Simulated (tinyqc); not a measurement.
# Worked calculation: thin-body transistor below threshold, two-dimensional Poisson equation on a small mesh

Program tinyqc, `OMP_NUM_THREADS=1 python tinyqc.py 2480023 2480024 out.jsonl`; Intel Xeon 2.30GHz, shared host, one thread, about 0.1 s. Printed values are rounded.

A thin body on a thick buried insulator of low permittivity, taken as carrying no normal field at the bottom of the body (row 0). Mobile charge is neglected (subthreshold), the body is fully depleted, and potentials are counted from the intrinsic level; rows run upward to the gate, columns from source to drain.

Inputs (values chosen for the exercise); semiconductor permittivity made up:

| symbol | value | unit | meaning |
|---|---|---|---|
| T | 300 | K | temperature |
| eps_r | 10.2 |  | relative permittivity of the semiconductor |
| eox | 9 |  | relative permittivity of the insulator |
| tb | 3 | nm | body thickness |
| tox | 3.7 | nm | insulator thickness |
| L | 27 | nm | channel length |
| Na | 0 | cm^-3 | acceptor density of the depleted body |
| Vbi | 0.48 | V | potential of the source |
| Vfb | 0.09 | V | gate offset |
| Vg | 0 | V | gate voltage |
| Vd | 0.5 | V | drain voltage |

Constants: q = 1.602176634e-19 C, kB = 1.380649e-23 J/K, Vt = kB T/q, eps0 = 8.8541878128e-14 F/cm where lengths are in cm. Results are converted to the units shown.

## Coefficients of the five-point equations

Mesh: rows i = 0..1 in the semiconductor (step hs = tb/1, row 1 on the interface), then 1 step(s) ho = tox/1 up to the gate row 2; columns j = 0..4 (step hy = L/4). Box integration, divided by eps0: up_i = eps hy/h of the interval above row i, dn_i = that of the interval below (0 for row 0), lat_i = (sum of eps h/2 over the intervals above and below)/hy, s_i = -q Na w_i hy/eps0 with w_i the semiconductor height of the box (hs/2 for row 0 and the interface row, hs between, 0 in the insulator). Each free node obeys (up + dn + 2 lat) psi = up psi(above) + dn psi(below) + lat [psi(left) + psi(right)] + s.

| row | up | dn | lat | s (V) |
|---|---|---|---|---|
| 0 | 22.95 | 0 | 2.26667 | 0 |
| 1 | 16.4189 | 22.95 | 4.73333 | 0 |

## The linear system

fixed values (free nodes shown as 0) (V):

|  | j=0 | j=1 | j=2 | j=3 | j=4 |
|---|---|---|---|---|---|
| row 0 | 0.480000 | 0.000000 | 0.000000 | 0.000000 | 0.980000 |
| row 1 | 0.480000 | 0.000000 | 0.000000 | 0.000000 | 0.980000 |
| row 2 | -0.090000 | -0.090000 | -0.090000 | -0.090000 | -0.090000 |

Unknowns (row, column) in the order listed; A has up + dn + 2 lat on the diagonal and -up, -dn, -lat towards free neighbours; b holds s and the terms of fixed neighbours. Fixed values: gate row Vg - Vfb; column 0 at Vbi and the last column at Vbi + Vd in the semiconductor, each running linearly to Vg - Vfb across the insulator.

A:

|  | (0,1) | (0,2) | (0,3) | (1,1) | (1,2) | (1,3) |
|---|---|---|---|---|---|---|
| (0,1) | 27.4833 | -2.2667 | 0.0000 | -22.9500 | 0.0000 | 0.0000 |
| (0,2) | -2.2667 | 27.4833 | -2.2667 | 0.0000 | -22.9500 | 0.0000 |
| (0,3) | 0.0000 | -2.2667 | 27.4833 | 0.0000 | 0.0000 | -22.9500 |
| (1,1) | -22.9500 | 0.0000 | 0.0000 | 48.8356 | -4.7333 | 0.0000 |
| (1,2) | 0.0000 | -22.9500 | 0.0000 | -4.7333 | 48.8356 | -4.7333 |
| (1,3) | 0.0000 | 0.0000 | -22.9500 | 0.0000 | -4.7333 | 48.8356 |

b (V): (0,1) 1.08800, (0,2) 0.00000, (0,3) 2.22133, (1,1) 0.79430, (1,2) -1.47770, (1,3) 3.16096

## Direct solution

Solve A psi = b.

psi at the free nodes (V): (0,1) 0.093033, (0,2) 0.032982, (0,3) 0.227511, (1,1) 0.060745, (1,2) 0.007839, (1,3) 0.172404

## Iteration 1: over-relaxation sweep (omega = 1.2)

psi at the start (fixed values on the edges, free nodes at zero) (V):

|  | j=0 | j=1 | j=2 | j=3 | j=4 |
|---|---|---|---|---|---|
| row 0 | 0.480000 | 0.000000 | 0.000000 | 0.000000 | 0.980000 |
| row 1 | 0.480000 | 0.000000 | 0.000000 | 0.000000 | 0.980000 |
| row 2 | -0.090000 | -0.090000 | -0.090000 | -0.090000 | -0.090000 |

Free nodes: rows 0..1, columns 1..3, taken row by row from row 0, left to right. t = (up psi(above) + dn psi(below) + lat [psi(left) + psi(right)] + s)/(up + dn + 2 lat), with the newest neighbours; psi(new) = psi + 1.2 (t - psi).

psi after iteration 1 (V):

|  | j=0 | j=1 | j=2 | j=3 | j=4 |
|---|---|---|---|---|---|
| row 0 | 0.480000 | 0.047505 | 0.004702 | 0.097455 | 0.980000 |
| row 1 | 0.480000 | 0.046307 | -0.028273 | 0.129342 | 0.980000 |
| row 2 | -0.090000 | -0.090000 | -0.090000 | -0.090000 | -0.090000 |

## Iteration 2: over-relaxation sweep (omega = 1.2)

As before.

psi after iteration 2 (V):

|  | j=0 | j=1 | j=2 | j=3 | j=4 |
|---|---|---|---|---|---|
| row 0 | 0.480000 | 0.084872 | -0.011227 | 0.205996 | 0.980000 |
| row 1 | 0.480000 | 0.054830 | -0.015566 | 0.166161 | 0.980000 |
| row 2 | -0.090000 | -0.090000 | -0.090000 | -0.090000 | -0.090000 |

## Course of the iteration: over-relaxation sweep (omega = 1.2)

Stop when the largest change of psi is below 1e-7 V, or after 400 iterations. Fixed values: gate row Vg - Vfb; column 0 at Vbi and the last column at Vbi + Vd in the semiconductor, each running linearly to Vg - Vfb across the insulator.

Course of the iteration:

| iteration | psi at row 0, j = 2 (V) | largest \|change\| of one entry (V) |
|---|---|---|
| 1 | 0.00470154 | 0.129 |
| 2 | -0.0112270 | 0.109 |
| 3 | 0.0153835 | 0.0266 |
| 4 | 0.0287670 | 0.0134 |
| 5 | 0.0318835 | 4.18e-3 |
| 6 | 0.0326398 | 1.77e-3 |
| 7 | 0.0328873 | 3.92e-4 |
| 8 | 0.0329584 | 7.16e-5 |
| 9 | 0.0329760 | 2.02e-5 |
| 10 | 0.0329807 | 6.77e-6 |
| 11 | 0.0329820 | 1.91e-6 |
| 12 | 0.0329823 | 4.89e-7 |
| 13 | 0.0329824 | 1.27e-7 |
| 14 | 0.0329825 | 3.37e-8 |

Converged in 14 iterations. At the end each change is about 0.27 times the one before: linear convergence.

## Barrier, swing and barrier lowering

converged psi (V):

|  | j=0 | j=1 | j=2 | j=3 | j=4 |
|---|---|---|---|---|---|
| row 0 | 0.480000 | 0.093033 | 0.032982 | 0.227511 | 0.980000 |
| row 1 | 0.480000 | 0.060745 | 0.007839 | 0.172404 | 0.980000 |
| row 2 | -0.090000 | -0.090000 | -0.090000 | -0.090000 | -0.090000 |

d psi/dVg on row 0: j=0 0.000000, j=1 0.694790, j=2 0.850021, j=3 0.694790, j=4 0.000000
d psi/dVd on row 0: j=0 0.00000, j=1 0.01813, j=2 0.07499, j=3 0.28708, j=4 1.00000

The barrier is read along row 0, the path farthest from the gate. Take the node j of lowest psi: barrier Vbi - psi_j; swing Vt ln 10/(d psi_j/dVg); DIBL = (d psi_j/dVd)/(d psi_j/dVg). The derivatives solve the same equations with s = 0 and a unit change of that voltage.

j = 2
barrier = 0.447018 V
swing = 70.0293 mV/decade
DIBL = 88.2205 mV/V

A mesh of 12, 8 and 80 steps (semiconductor, insulator, channel) gives a barrier of 0.487 V, a swing of 67.0 mV a decade and a DIBL of 43.3 mV/V; the small mesh puts the barrier 8.3 % below that.
